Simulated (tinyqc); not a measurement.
Free and trapped electrons in a MOS channel with a dense trap tail: two steps of the calculation.

p-type body, charge-sheet picture, full ionisation (an idealisation for deep acceptors), Boltzmann statistics for free electrons. e = Ec - EF at the surface. Acceptor-like traps of density D(E) = D0 + De exp(-E/Ew) at depth E below Ec, from 0 to Eu, hold n_t = integral of D(E)/(1 + exp((e - E)/Vt)). psi = Eg - Vt ln(Nv/Na) - e; N_dep = sqrt(2 eps0 eps_r Na (psi - Vt)/q); n_f = sqrt(N_dep^2 + 2 eps0 eps_r Vt Nc exp(-e/Vt)/q) - N_dep; Vg = Vfb + psi + q (N_dep + n_t + n_f)/Cox, Cox = eps0 eox/tox.

Parameters, values chosen for the exercise; band and dielectric values close to those of 4H silicon carbide:
- T = 300 K (temperature)
- Eg = 3.31 eV (band gap)
- eps_r = 9.55 (relative permittivity)
- Nc = 1.72e19 cm^-3 (conduction-band density of states at T)
- Nv = 2.53e19 cm^-3 (valence-band density of states at T)
- eox = 3.9 (relative permittivity of the insulator)
- tox = 47 nm (insulator thickness)
- Na = 2.5e16 cm^-3 (acceptor density)
- Vfb = -2.95 V (flat-band voltage without trapped charge)
- D0 = 1.9e11 cm^-2 eV^-1 (constant background density of acceptor-like traps)
- De = 3.7e13 cm^-2 eV^-1 (density of the tail at the conduction edge)
- Ew = 0.11 eV (decay energy of the tail)
- Eu = 0.53 eV (depth below Ec down to which the traps reach)
- mf = 160 cm^2/(V s) (mobility of free electrons)
- e = 0.074 eV (Ec - EF at the surface)

Constants: q = 1.602176634e-19 C, kB = 1.380649e-23 J/K, Vt = kB T/q, eps0 = 8.8541878128e-14 F/cm where lengths are in cm. Results are converted to the units shown.

Task 1. Trapped charge. Trapezoid rule on 14 equal steps from 0 to Eu, f = 1/(1 + exp((e - E)/Vt)).

Wanted: E; D(E) f; n_t.

Result 1.

```
point	E (eV)	D(E) f (cm^-2 eV^-1)
0	0	2.0098e12
1	0.037857	5.2337e12
2	0.075714	9.7010e12
3	0.11357	1.0989e13
4	0.15143	9.0758e12
5	0.18929	6.7324e12
6	0.22714	4.8696e12
7	0.26500	3.5140e12
8	0.30286	2.5473e12
9	0.34071	1.8611e12
10	0.37857	1.3745e12
11	0.41643	1.0296e12
12	0.45429	7.8514e11
13	0.49214	6.1185e11
14	0.53000	4.8901e11
```

n_t = 2.2553e12 cm^-2

Task 2. Charges and gate voltage. psi, N_dep, n_f and Vg as defined, with the n_t given; free share n_f/(n_f + n_t); apparent mobility mf n_f/(n_f + n_t); gate voltage spent on traps q n_t/Cox.

n_t = 2.2553133e12 cm^-2

Find: psi; N_dep; n_f; Vg; free share; apparent mobility; gate voltage spent on traps.

Result 2.

psi = 3.0571 V
N_dep = 8.9437e11 cm^-2
n_f = 1.3909e11 cm^-2
Vg = 7.2789 V
free share = 5.8088 %
apparent mobility = 9.2940 cm^2/(V s)
gate voltage spent on traps = 4.9182 V

Program tinyqc, `OMP_NUM_THREADS=1 python tinyqc.py 2222131 2222132 out.jsonl`; Intel Xeon 2.30GHz, shared host, one thread, about 0.02 s.
